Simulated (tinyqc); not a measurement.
Speciation in dilute and buffered hydrofluoric acid, oxide etch rate and bath loading. From pH back to HF added. Computed by tinyqc, a small Python program. Command: `OMP_NUM_THREADS=1 python tinyqc.py 3121008 3121009 out.jsonl hfetch inv`. One thread of a shared host (Intel(R) Xeon(R) Processor @ 2.30GHz), about 0.01 s of CPU time with the checks.

Concentrations stand for activities, NH4+ and Cl- are spectators, and water ionisation is neglected. H, F and HF2 denote the ions H+, F- and HF2-. The base temperature is 298 K.

Inputs (values chosen for the exercise, of the order of those for thermal oxide at room temperature):
```
quantity                 value   unit
NH4F added                   0  mol/L
HCl added                    0  mol/L
K1 = [H][F]/[HF]      0.000643  mol/L
K2 = [HF2]/([HF][F])       4.1  L/mol
K3 = [H2F2]/[HF]^2        2.32  L/mol
```

Method. Fluoride balance: [HF] + [F] + 2 [HF2] + 2 [H2F2] = HF added + NH4F added. Acid balance: [H] + [HF] + [HF2] + 2 [H2F2] = HF added + HCl added. For a trial [H], [HF] = [H][F]/K1, and the fluoride balance is a quadratic in [F]. The root is refined to 1e-13 in pH = -log10 [H].

Problem. A run gave the result below. Find the HF added, known to lie between 0.093 and 0.3 mol/L.

pH = 2.028156

Solution.

Each step takes the trial c = (a f_b - b f_a)/(f_b - f_a), f being the result less the target and a, b, c the logarithms of the listed values; c replaces end b, the old b replaces a if the sign of f changed, and otherwise f_a is halved.

Scan of the range:
```
HF added (mol/L)       pH
0.093             2.13911
0.113             2.09602
0.137             2.05358
0.167             2.01009
0.203             1.96735
0.247             1.92449
0.300             1.88212
```

False position (Illinois rule, in the logarithm of the input) inside the bracket:
```
step     end a     end b     trial       pH
1     0.137000  0.167000  0.153812  2.02814
2     0.137000  0.153812  0.153788  2.02817
3     0.153812  0.153788  0.153800  2.02816
```

pH falls at every point of a 13-point scan of the range (every second point is shown), so one value fits; it is bracketed by 0.137 and 0.167. Answer: HF added = 0.1538 mol/L.
